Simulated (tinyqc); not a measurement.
Longitudinal sound in a periodic multilayer: transfer matrices, stop bands and folded phonons: one step, computed by the program tinyqc. Command: `OMP_NUM_THREADS=1 python tinyqc.py 3007639 3007640 out.jsonl multilayer walk`. One thread of a shared host (Intel(R) Xeon(R) Processor @ 2.30GHz), about 0.01 s of CPU time with the checks.

Layers 1 and 2 repeat with period d = d_1 + d_2; waves travel normal to the layers, without loss. State vector (u, s): displacement u and stress divided by omega. Impedances Z = rho v are in 1e6 kg/(m^2 s).

Question. Transmission through N periods. A layer maps (u, s) by [[cos p, sin p/Z], [-Z sin p, cos p]], p = 2 pi f d_i/v_i; one period is M = M_2 M_1, and cos(q d) = trace(M)/2. For N periods A = M^N. A wave comes from a thick layer of material 1 and leaves into the substrate (Z_s): transmitted power T = 4 Z_1 Z_s/|Z_1 A_22 + Z_s A_11 - i (Z_1 Z_s A_12 - A_21)|^2, reflected power R = 1 - T.

Inputs (values chosen for the exercise, modelled on silica (layer 1), platinum (layer 2) and gallium arsenide (substrate)): velocity v_1 = 5920 m/s; thickness d_1 = 2.05 nm; velocity v_2 = 4130 m/s; thickness d_2 = 1.4 nm; periods N = 20; frequency f = 1150 GHz.

M:
$$\begin{pmatrix}
0.5600411 & -0.04049344 \\
50.93286 & -1.897087
\end{pmatrix}$$

Z_2 = 87.556

Z_1 = 13.2608

Z of the substrate = 24.7104

Give: A = M^N; transmitted power T; T in decibel.

Answer.

A = M^N:
$$\begin{pmatrix}
0.9582 & -0.04759 \\
59.86 & -1.930
\end{pmatrix}$$

transmitted power T = 0.2300

T in decibel = -6.382 dB

Caution: at these frequencies damping, strong in glasses, and rough interfaces, both left out here, can weaken the stop bands; layers only a few atoms thick are also beyond continuum acoustics.
